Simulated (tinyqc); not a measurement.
Inside a calculation. Method: lattice vibrations of a chain. One step of it, computed by the program tinyqc.

Task: Dynamical matrix at q = 0.28. q is in units of 2 pi/a. A spring k from atom i to atom j, n cells on, adds k to Phi_ii and Phi_jj, -k exp(2 pi i q n) to Phi_ij and the conjugate to Phi_ji (for one atom a cell: 2k (1 - cos 2 pi q n)); D_ij = Phi_ij / sqrt(m_i m_j).

A chain moving along its axis:
```
atom                mass (u)  spring to the next atom (eV/angstrom^2)
1                  44.000000                                10.000000
2                  28.100000                                 8.100000
3                  27.400000                                12.400000
second neighbours          -                                 1.300000
```

Give: D(q).

Result:

D(q) (eV/(angstrom^2 u)):
$$\begin{pmatrix}
0.568 & -0.277+0.036i & 0.029+0.351i \\
-0.277-0.036i & 0.737 & -0.283+0.046i \\
0.029-0.351i & -0.283-0.046i & 0.843
\end{pmatrix}$$
